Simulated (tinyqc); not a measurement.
Permittivity of the insulator from five potentials.

Inverse problem. A node lies on a semiconductor-insulator interface. Steps: hs = tb/2 down into the semiconductor, ho = tox/2 up into the insulator, hy = L/6 sideways. The flux balance of its box reads eox (hy/ho)(above - node) + eps_r (hy/hs)(below - node) + [(eps_r hs + eox ho)/(2 hy)](left + right - 2 node) - q Na (hs/2) hy/eps0 = 0. Find eox.

Values chosen for this exercise; semiconductor permittivity close to that of gallium nitride:
- eps_r = 9.41 (relative permittivity of the semiconductor)
- tb = 8 nm (half the body thickness)
- tox = 5.3 nm (insulator thickness)
- L = 37 nm (channel length)
- Na = 0 cm^-3 (acceptor density of the depleted body)

Constants: q = 1.602176634e-19 C, eps0 = 8.8541878128e-14 F/cm where lengths are in cm. Results are converted to the units shown.

psi (V): node 0.13564318, above 0.11588567, below 0.18159270, left 0.11861052, right 0.20999406

Answer. The balance is linear in eox.

eox = 25.00

Computed by the program tinyqc: `OMP_NUM_THREADS=1 python tinyqc.py 2480106 2480107 out.jsonl`, one thread of a shared Intel Xeon 2.30GHz, about 0.1 s for the whole run.
